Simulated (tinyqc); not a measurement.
# Formation energy of a charged point defect from supercell energies, step by step

A worked calculation. Computed by tinyqc, a small Python program that keeps every step. Command: `OMP_NUM_THREADS=1 python tinyqc.py 3003210 3003211 out.jsonl formation walk`. One thread of a shared host (Intel(R) Xeon(R) Processor @ 2.30GHz), about 0.01 s of CPU time with the checks. Intermediate numbers are printed to about 6 digits and carried at full precision; extremes and crossings named in words are read from the listed rows.

The host is a compound AB. Making the defect adds n_A = 1, n_B = -1 atoms to the cell. All total energies are inputs. E_F is counted from the valence-band maximum (VBM); x = 0 is A-rich and x = 1 B-rich growth.

Inputs (values chosen for the exercise, for a model compound AB):
```
quantity                       value      unit
gap E_g                         3.38        eV
E_VBM of the host cell         5.651        eV
potential alignment dV         0.064        eV
dielectric constant eps         7.87         -
cell length L                   20.2  angstrom
mu_A of the pure element      -5.203        eV
mu_B of the pure element      -7.897        eV
formation enthalpy dH of AB    -2.37        eV
growth condition x              0.59         -
Fermi level E_F                 0.71        eV
temperature T                   1000         K
site density N_s             4.5e+22     cm^-3
```

Defect: A on a B site. Supercell lattice: fcc.

charge states q: 2  1  0  -1  -2

E(defect, q) - E(host), in the order of q (eV): -10.891  -3.169  4.351  11.851  19.425

Constants: e^2/(4 pi eps_0) = 14.39964548 eV angstrom; k_B = 8.617333262e-05 eV/K.

## Chemical potentials

dmu_A = x dH and dmu_B = (1 - x) dH, so that dmu_A + dmu_B = dH; mu = mu(element) + dmu. The reservoir term is sum n_i mu_i.

dmu_A = -1.3983 eV

dmu_B = -0.9717 eV

sum n_i mu_i = 2.2674 eV

## Image-charge corrections

Image-charge correction of a point charge in a neutralising background: E_corr = q^2 alpha e^2/(4 pi eps_0) / (2 eps L), alpha = 2.888282 for a fcc array with L the cube root of the volume.

E_corr (eV): (q=+2) 0.523233, (q=+1) 0.130808, (q=0) 0.000000, (q=-1) 0.130808, (q=-2) 0.523233

## Formation energies at E_F = 0

E_f(q, E_F) = [E(defect, q) - E(host)] - sum n_i mu_i + q (E_VBM + dV + E_F) + E_corr(q).

E_f(q, 0) (eV): (q=+2) -1.20517, (q=+1) 0.40941, (q=0) 2.08360, (q=-1) 3.99941, (q=-2) 6.25083

Caution: E_f at E_F = 0 is negative for at least one charge state, so in equilibrium E_F cannot reach the valence-band maximum.

## Transition levels and the lower envelope

eps(q/q') = [E_f(q', 0) - E_f(q, 0)]/(q - q'). U of state q is eps(q/q-1) - eps(q+1/q). The stable state at each E_F is the lowest line E_f(q, 0) + q E_F.

One-electron levels above the VBM (eV):
```
level     energy  U of the state between this level and the next
(+2/+1)  1.61458                                        0.059617
(+1/0)   1.67419                                        0.241617
(0/-1)   1.91581                                        0.335617
(-1/-2)  2.25142                                               -
```

Stable states:
```
q   from E_F (eV)  to E_F (eV)
+2        0.00000      1.61458
+1        1.61458      1.67419
0         1.67419      1.91581
-1        1.91581      2.25142
-2        2.25142      3.38000
```

Stable in the gap, from the VBM up: +2, +1, 0, -1, -2.

## The first and the last level

eps(q/q-1) = E_f(q - 1, 0) - E_f(q, 0).

level (+2/+1) = 1.61458 eV

level (-1/-2) = 2.25142 eV

## Concentrations at the given E_F and T

E_f(q, E_F) = E_f(q, 0) + q E_F. c_q = N_s exp(-E_f(q, E_F)/k_B T), with all degeneracy factors one and no vibrational entropy.

Charge states:
```
q   E_f (eV)  c_q (cm^-3)        share
+2   0.21483  3.71964e+21  9.99972e-01
+1   1.11941  1.02717e+17  2.76141e-05
0    2.08360  1.42014e+12  3.81784e-10
-1   3.28941  1.18939e+06  3.19751e-16
-2   4.83083  2.02714e-02  5.44969e-24
```

lowest formation energy = 0.214833 eV

total concentration = 3.71974e+21 cm^-3

mean charge = 1.99997 e

State +2 holds 100.0 % of the defects. Caution: more than 1 % of the sites are defective, beyond the dilute limit.

## Fermi level and growth conditions

Each entry is the lowest E_f over q.

Lowest formation energy (eV):
```
E_F (eV)  stable q  A-rich, x = 0   x = 0.5  B-rich, x = 1
0.000           +2       -4.00177  -1.63177        0.73823
0.422           +2       -3.15777  -0.78777        1.58223
0.845           +2       -2.31177   0.05823        2.42823
1.268           +2       -1.46577   0.90423        3.27423
1.690            0       -0.71300   1.65700        4.02700
2.112           -1       -0.90919   1.46081        3.83081
2.535           -2       -1.61577   0.75423        3.12423
2.958           -2       -2.46177  -0.09177        2.27823
3.380           -2       -3.30577  -0.93577        1.43423
```

Going from A-rich to B-rich growth shifts every line by +4.740 eV and moves no transition level. The slope of the envelope is the stable charge, so E_f is highest at E_F = 1.69 eV of those listed, and it falls on both sides: the defect is amphoteric and compensates either doping. Under A-rich growth E_f is negative in every row: the host would not be stable against this defect at that limit.

## What the corrections do to the levels

Levels eps(q/q-1) with the terms q dV and E_corr left out or kept.

Levels above the VBM (eV):
```
level        raw  with alignment  with image charge  with both
(+2/+1)  2.07100         2.00700            1.67858    1.61458
(+1/0)   1.86900         1.80500            1.73819    1.67419
(0/-1)   1.84900         1.78500            1.97981    1.91581
(-1/-2)  1.92300         1.85900            2.31542    2.25142
```

Alignment moves every level by -dV = -0.064 eV. The image term moves eps(q/q-1) by (1 - 2q) E_corr(1): (+2/+1) by -0.392, (+1/0) by -0.131, (0/-1) by +0.131, (-1/-2) by +0.392 eV, donor levels down and acceptor levels up. It adds 2 E_corr(1) = 0.262 eV to every U, which turns an apparent negative U of the raw energies into a positive one.

Checks made by the program: envelope against a direct minimum on a grid (relative difference below 1e-10).
